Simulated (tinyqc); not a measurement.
Comparisons within one model: exchange-split free-electron bands and tunnelling magnetoresistance. A value that a table varies takes the place of the one given here.

Majority and minority bands E = c k^2/m -/+ Dx/2, c = hbar^2/2m0, so k_up = sqrt(m (EF + Dx/2)/c), k_dn = sqrt(m (EF - Dx/2)/c); n_s = k_s^3/(6 pi^2), D_s = m k_s/(4 pi^2 c).

Barrier: kappa = sqrt(mb phi/c), c = hbar^2/2m0. With a = k1/m, b = k2/m, w = kappa/mb, the transmission at normal incidence is T(k1, k2) = 4 a b w^2/[w^2 (a + b)^2 + (w^2 + a^2)(w^2 + b^2) sinh^2(kappa d)]. Parallel: G_P = T(up, up) + T(dn, dn); antiparallel: G_AP = 2 T(up, dn); TMR = (G_P - G_AP)/G_AP. Julliere: TMR = 2 P^2/(1 - P^2). Slonczewski factor: P_eff = P_k (w^2 - a_up a_dn)/(w^2 + a_up a_dn), P_k = (k_up - k_dn)/(k_up + k_dn).

Constants: hbar^2/2m0 = 3.80998211 eV angstrom^2.

Parameters, chosen for this exercise: EF = 5.23 eV (Fermi energy above the mean band bottom); Dx = 2.87 eV (exchange splitting); m = 1.18 m0 (mass in the electrodes); mb = 0.39 m0 (mass in the barrier); d = 8.6 angstrom (barrier thickness); phi = 2.98 eV (barrier height above EF).

## Barrier height

Results:
```
phi (eV)  w (1/angstrom)    P_eff  TMR (%)       G_P
0.20               0.367  -0.1098     1.81     0.273
0.40               0.519  -0.0856     1.31     0.152
0.70               0.686  -0.0570     0.65    0.0652
1.0                0.820  -0.0348     0.26    0.0299
1.5                1.005  -0.0072     0.02   0.00923
2.0                1.160   0.0129     0.04   0.00324
3.0                1.421   0.0401     0.32  0.000525
4.0                1.641   0.0577     0.67  0.000109
6.0                2.009   0.0792     1.26  7.60e-06
10                 2.594   0.1000     2.02  1.09e-07
```

How do the results move?

P_eff vanishes where w^2 = a_up a_dn, at phi = 1.66 eV, inside the table; the lowest TMR listed is 0.02 % at 1.5 eV. TMR is 1.8 % at the lowest barrier and 2.0 % at the highest, against 4.0 % for Julliere with P_k; P_eff tends to +P_k for very high barriers and to -P_k for very low ones. G_P falls by 6.4 decades.

## Barrier thickness

Results:
```
d (angstrom)  kappa d       G_P      G_AP  TMR (%)
1               0.552      1.46      1.44     1.41
2               1.105     0.667     0.663     0.74
3               1.657     0.248     0.247     0.46
4               2.209    0.0856    0.0853     0.36
6               3.314   0.00957   0.00954     0.32
8               4.418   0.00105   0.00105     0.32
10              5.523  0.000116  0.000115     0.32
13              7.180  4.20e-06  4.19e-06     0.32
16              8.837  1.53e-07  1.52e-07     0.32
20             11.046  1.84e-09  1.84e-09     0.32
```

What can be read from the table?

For thick barriers each angstrom costs a factor exp(2 kappa) = 3.02 in both conductances, and TMR settles at 0.32 % (the interface factor, which vanishes at (kappa/mb)^2 = k_up k_dn/m^2, reduces it below the value from the polarisation of k alone); it is within 0.1 point of that from d = 4 angstrom on. At 1 angstrom it is 1.41 %, where the barrier is thin and the mismatch of k_up and k_dn starts to rule, as it does fully for d -> 0.

## Exchange splitting

Dx takes the listed multiples of 2 EF.

Results:
```
Dx/(2 EF)    k_up    k_dn     P_k   P_eff  TMR (%)
0.10       1.3348  1.2074  0.0501  0.0134     0.04
0.20       1.3942  1.1383  0.1010  0.0278     0.15
0.35       1.4788  1.0261  0.1807  0.0535     0.57
0.50       1.5587  0.8999  0.2679  0.0888     1.59
0.65       1.6348  0.7529  0.3693  0.1433     4.20
0.80       1.7075  0.5692  0.5000  0.2418    12.42
0.90       1.7543  0.4025  0.6268  0.3738    32.48
0.97       1.7863  0.2204  0.7803  0.5874   105.36
```

How do the results move?

P_k rises from 0.050 to 0.780, and TMR goes from 0.04 % to 105.4 %, steadily. At Dx = 2 EF the minority band is empty (a half metal) and G_AP vanishes.

## What moves the magnetoresistance

All results formed anew. Each row changes one parameter from the base and keeps the others.

Results:
```
case                  P_k   P_eff  TMR (%)       G_P
base               0.1399  0.0397     0.32  0.000542
Dx = 3.014 eV      0.1472  0.0421     0.35  0.000541
EF = 5.753 eV      0.1267  0.0299     0.18  0.000558
phi = 3.874 eV     0.1399  0.0559     0.63  0.000132
mb = 0.312 m0      0.1399  0.0536     0.58   0.00138
d = 10.6 angstrom  0.1399  0.0397     0.32  5.96e-05
m = 1.416 m0       0.1399  0.0511     0.52  0.000513
```

What can be read from the table?

The largest shifts from the base row, up to three for each result and ties (the steps differ in size, so this ranks the rows, not the parameters). P_k: EF -0.0132, Dx +0.0073; unchanged at the printed digits by phi, mb, d and m. P_eff: phi +0.0162, mb +0.0139, m +0.0114; unchanged at the printed digits by d. TMR (%): phi +0.31, mb +0.26, m +0.21; unchanged at the printed digits by d. G_P: mb +0.000835, d -0.000483, phi -0.000411.

Run: tinyqc, `OMP_NUM_THREADS=1 python tinyqc.py 1650526 1650527 out.jsonl`; Intel(R) Xeon(R) Processor @ 2.30GHz, one thread, shared host; about 0.01 s of CPU time with all checks.
